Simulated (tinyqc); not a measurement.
# Schottky barrier on an n-type semiconductor with a doping step, non-linear Poisson equation by Newton steps, step by step

tinyqc, about 0.07 s, one thread, Intel Xeon 2.30GHz (shared host): `OMP_NUM_THREADS=1 python tinyqc.py 2020116 2020117 out.jsonl` Printed values are rounded; ~0 in a residual or rate marks an entry under 1e-11 of the largest of its column.

One dimension, metal at x = 0, donor density C(x) = N1 for x < x1 and Nd beyond. Energies are counted from the electron Fermi level of the semiconductor and the conduction-band edge is Ec = -psi, so n = Nc exp(psi/Vt); holes follow the Fermi level of the metal, at -V, so p = Nv exp((V - psi - Eg)/Vt). Ends: psi(0) = V - phiB and psi = Vt ln(Nd/Nc) deep inside. Boltzmann statistics, full ionisation, no current, no image force in the Poisson equation.

Inputs (values chosen for the exercise); band and dielectric values close to those of indium phosphide: temperature T = 350 K; band gap Eg = 1.36 eV; relative permittivity eps_r = 12.3; conduction-band density of states at T Nc = 7.16e17 cm^-3; valence-band density of states at T Nv = 1.39e19 cm^-3; donor density deep in the semiconductor Nd = 1.4e17 cm^-3; barrier height phiB = 0.61 eV; bias of the metal against the semiconductor V = 0 V; depth of the doping step x1 = 25 nm; donor density above the step N1 = 7e17 cm^-3.

Constants: q = 1.602176634e-19 C, kB = 1.380649e-23 J/K, Vt = kB T/q, eps0 = 8.8541878128e-14 F/cm where lengths are in cm. Results are converted to the units shown.

Range of the model: The donor density exceeds a fifth of the band density of states, where Boltzmann statistics begin to fail.

## End potentials, built-in voltage, Debye length

psi_0 = V - phiB, psi_b = Vt ln(Nd/Nc), Vbi = phiB - Vt ln(Nc/Nd), LD = sqrt(eps0 eps_r Vt/(q Nd)), W = sqrt(2 eps0 eps_r (Vbi - V)/(q Nd)), hole density at the metal p_0 = Nv exp((phiB - Eg)/Vt).

psi_0 = -0.61 V
psi_b = -0.0492233 V
Vbi = 0.560777 V
LD = 12.1012 nm
W for uniform Nd = 73.7934 nm
p_0 = 2.20541e8 cm^-3

The hole density at the metal is 1.6e-9 times Nd, so holes hardly matter.

## Doping on the mesh

x, node 0 to 11 (nm): 0  8.5  18.4  30  43.5  59.3  77.7  99.2  124  154  188  228

C = N1 for x < x1 and Nd beyond, taken at the nodes.

donor density C, node 0 to 11 (cm^-3): 7e17  7e17  7e17  1.4e17  1.4e17  1.4e17  1.4e17  1.4e17  1.4e17  1.4e17  1.4e17  1.4e17

## Couplings between neighbouring nodes

a_i = eps0 eps_r/h_i for the interval from node i to i + 1, with h_i = x_(i+1) - x_i in cm.

coupling a_i, interval 0 to 10 (F/cm^2): 1.28125e-6  1.10007e-6  9.38849e-7  8.06715e-7  6.89282e-7  5.91883e-7  5.06542e-7  4.39139e-7  3.63022e-7  3.20313e-7  2.72266e-7

## Starting potential

The parabola psi_b - (psi_b - psi_0)(1 - x/W)^2 for x < W and psi_b beyond, with psi_0 = V - phiB, psi_b = Vt ln(Nd/Nc), W = sqrt(2 eps0 eps_r (psi_b - psi_0)/(q Nd)).

psi at the start, node 0 to 11 (V): -0.610000  -0.488253  -0.365212  -0.246726  -0.143728  -0.070855  -0.049223  -0.049223  -0.049223  -0.049223  -0.049223  -0.049223

## Iteration 1: densities, residual and Jacobian diagonal

n_i = Nc exp(psi_i/Vt), p_i = Nv exp((V - psi_i - Eg)/Vt), rho_i = p_i - n_i + C_i, g_i = (n_i + p_i)/Vt. Box widths w_i = (h_(i-1) + h_i)/2 in cm. Residual F_i = a_i (psi_(i+1) - psi_i) - a_(i-1) (psi_i - psi_(i-1)) + q rho_i w_i; Jacobian: a_(i-1) and a_i beside the diagonal, b_i = -a_(i-1) - a_i - q g_i w_i on it. The two end nodes are fixed.

```
node   n (cm^-3)  p (cm^-3)
0      1.17842e9  2.20541e8
1     6.67398e10  3.89408e6
2     3.94545e12    65870.8
3     2.00548e14    1295.90
4     6.09996e15    42.6052
5     6.83347e16    3.80320
6         1.4e17    1.85636
7         1.4e17    1.85636
8         1.4e17    1.85636
9         1.4e17    1.85636
10        1.4e17    1.85636
11        1.4e17    1.85636
```

```
node  residual F (C/cm^2)  diagonal b (F/cm^2)
1              8.25441e-8          -2.38132e-6
2              9.64504e-8          -2.03894e-6
3            -4.03248e-11          -1.74690e-6
4             -1.43177e-9          -1.54347e-6
5             -1.77916e-8          -1.90190e-6
6             -1.28036e-8          -2.58211e-6
7                      ~0          -2.66735e-6
8                      ~0          -2.83990e-6
9                      ~0          -3.06317e-6
10                     ~0          -3.34427e-6
```

## Iteration 1: Newton step

Solve the tridiagonal system a_(i-1) d_(i-1) + b_i d_i + a_i d_(i+1) = -F_i for nodes 1 to 10, with d = 0 on fixed nodes. If the largest |d| exceeds 4 Vt, the whole step is scaled down so that it equals 4 Vt.

Newton step d, before damping, node 1 to 10 (V): 0.108081  0.158929  0.115779  0.065803  0.013921  -0.001838  -0.000358  -0.000056  -0.000007  -0.000001
psi after iteration 1, node 0 to 11 (V): -0.610000  -0.406208  -0.244569  -0.158838  -0.093777  -0.060288  -0.050618  -0.049495  -0.049266  -0.049228  -0.049224  -0.049223

## Iteration 2: densities, residual and Jacobian diagonal

As before.

```
node   n (cm^-3)  p (cm^-3)
0      1.17842e9  2.20541e8
1     1.01338e12  2.56458e5
2     2.15414e14    1206.47
3     3.69609e15    70.3149
4     3.19585e16    8.13211
5     9.70087e16    2.67904
6     1.33672e17    1.94424
7     1.38743e17    1.87317
8     1.39802e17    1.85899
9     1.39976e17    1.85667
10    1.39998e17    1.85639
11        1.4e17    1.85636
```

```
node  residual F (C/cm^2)  diagonal b (F/cm^2)
1              1.98848e-8          -2.38132e-6
2              2.32012e-8          -2.04015e-6
3            -5.95068e-10          -1.77020e-6
4             -4.04316e-9          -1.74471e-6
5             -5.58207e-9          -2.16237e-6
6             -3.13153e-9          -2.51504e-6
7            -2.10453e-12          -2.65189e-6
8            -6.15811e-14          -2.83701e-6
9            -1.03108e-15          -3.06277e-6
10           -1.09374e-17          -3.34422e-6
```

## Iteration 2: Newton step

As before.

Newton step d, before damping, node 1 to 10 (V): 0.0240231  0.0339271  0.0208639  0.0070359  -0.0007434  -0.0014786  -0.0002908  -0.0000457  -0.0000055  -0.0000005
psi after iteration 2, node 0 to 11 (V): -0.610000  -0.382185  -0.210642  -0.137974  -0.086741  -0.061031  -0.052097  -0.049786  -0.049312  -0.049234  -0.049224  -0.049223

## Course of the Newton iteration

Stop when the largest undamped |d| is below 1e-9 V, or after 80 iterations.

Course of the iteration:
```
iteration  largest |F| (C/cm^2)  largest |d| (V)  at node
1                       9.65e-8            0.159        2
2                       2.32e-8           0.0339        2
3                      2.27e-10          4.54e-4        3
4                      7.41e-13          9.28e-7        4
5                      4.43e-18         5.70e-12        4
```

Converged in 5 iterations. Once the step is below 0.1 Vt, 2 more iteration(s) reach the threshold: near the solution the error is roughly squared each time.

## Converged densities, field and barrier lowering

converged psi, node 0 to 11 (V): -0.610000  -0.382324  -0.210943  -0.138429  -0.087120  -0.061173  -0.052155  -0.049798  -0.049314  -0.049234  -0.049224  -0.049223

n and p as above; E_i = -(psi_(i+1) - psi_i)/h_i; at the metal |E_0| = |E on interval 0| + q rho_0 (h_0/2)/(eps0 eps_r), rho_0 = p_0 - n_0 + C_0; image-force lowering dphi = sqrt(q |E_0|/(4 pi eps0 eps_r)).

```
node   n (cm^-3)  p (cm^-3)
0      1.17842e9  2.20541e8
1     2.23711e12  1.16172e5
2     6.56851e14    395.661
3     7.27151e15    35.7409
4     3.98512e16    6.52151
5     9.42028e16    2.75884
6     1.27034e17    2.04583
7     1.37356e17    1.89209
8     1.39581e17    1.86193
9     1.39950e17    1.85702
10    1.39995e17    1.85642
11        1.4e17    1.85636
```

field E, interval 0 to 10 (kV/cm): -267.854  -173.112  -62.512  -38.007  -16.422  -4.901  -1.096  -0.195  -0.027  -0.003  0.000
|E_0| at the metal = 311.621 kV/cm
image-force lowering = 60.3999 mV

A mesh of about 1000 nodes or more gives |E_0| = 312.1 kV/cm; the 12-node value is 0.15 % below it.
